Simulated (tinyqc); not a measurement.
# From one set of inputs to another, one input at a time

Model: velocity overshoot from momentum and energy balance equations after a field step. Computed by tinyqc, a small Python program. Command: `OMP_NUM_THREADS=1 python tinyqc.py 3026372 3026373 out.jsonl overshoot ladder`. One thread of a shared host (Intel(R) Xeon(R) Processor @ 2.30GHz), about 0.1 s of CPU time with the checks.

At t = 0 the field jumps from 0 to F in a uniform sample. v is the drift velocity and u = w - (3/2) k_B T the excess energy per carrier.

The inputs printed are set A. Set A is modelled on holes in silicon except for tau_E; the values taken over come from a set modelled on electrons in GaN except for tau_E. Inputs not listed in the table keep their values of set A, so the rows need not describe a real material.

Inputs (values chosen for the exercise, modelled on holes in silicon except for tau_E): effective mass m = 0.42 m_0; low-field mobility mu_0 = 460 cm^2/(V s); saturation velocity v_s = 0.92 1e7 cm/s; energy relaxation time tau_E = 0.97 ps; field after the step F = 41 kV/cm; lattice temperature T = 300 K; time step dt = 2.1 fs.

Scheme: implicit in the damping.

Constants: m_0 = 9.1093837015e-31 kg; e = 1.602176634e-19 C; k_B = 8.617333262e-05 eV/K.

Method:
- dv/dt = e F/m - v/tau_m(u), du/dt = e F v - u/tau_E, tau_m(u) = tau_0/(1 + c u), tau_0 = m mu_0/e, c = mu_0/(e tau_E v_s^2); this choice gives the steady state v (1 + mu_0 F v/v_s^2) = mu_0 F, which saturates at v_s. Steady velocity v = 2 mu_0 F/(1 + sqrt(1 + 4 (mu_0 F/v_s)^2)); u = e F v tau_E; carrier temperature T + 2u/(3 k_B), neglecting the drift energy m v^2/2.
- Step: v_new = (v + dt e F/m)/(1 + dt/tau_m(u)), u_new = (u + dt e F v_new)/(1 + dt/tau_E). Start v = u = 0; the distance adds dt (v + v_new)/2.
- Run to 8 times the larger of tau_E and tau_0, but at most 20001 steps, and stop early if |v| > 1000 v_s or u < -1/(2c); the run is accepted if the last v is within 0.5 % of the steady value.

Each row keeps all changes above it:
```
input moved                           from    to  peak velocity (1e7 cm/s)  peak over steady velocity  steady velocity (1e7 cm/s)
set A                                    -     -                    1.3393                     1.8536                      0.7226
low-field mobility mu_0 (cm^2/(V s))   460  1300                    1.9846                     2.3513                      0.8440
saturation velocity v_s (1e7 cm/s)    0.92   2.1                    2.9409                     1.7032                      1.7267
energy relaxation time tau_E (ps)     0.97  0.75                    2.7997                     1.6214                      1.7267
field after the step F (kV/cm)          41    28                    2.2434                     1.4200                      1.5799
effective mass m (m_0)                0.42   0.2                    2.5158                     1.5925                      1.5799
```

Where does the difference come from?

Peak velocity goes from 1.34 to 2.52, a factor 1.88 in all. The largest single move comes from saturation velocity v_s (a factor 1.48), and field after the step F works against it (a factor 0.801). Peak over steady velocity goes from 1.85 to 1.59, a factor 0.859 in all. The largest single move comes from saturation velocity v_s (a factor 0.724), and low-field mobility mu_0 works against it (a factor 1.27). Steady velocity goes from 0.723 to 1.58, a factor 2.19 in all. The largest single move comes from saturation velocity v_s (a factor 2.05), and field after the step F works against it (a factor 0.915). The single moves hold for this order of the switches; the total does not depend on the order.

Caution (rows saturation velocity v_s, energy relaxation time tau_E): the excess energy exceeds 0.5 eV, where non-parabolicity, upper valleys and impact ionisation matter.

Extremes, crossings and ranges named in words are read from the listed rows.
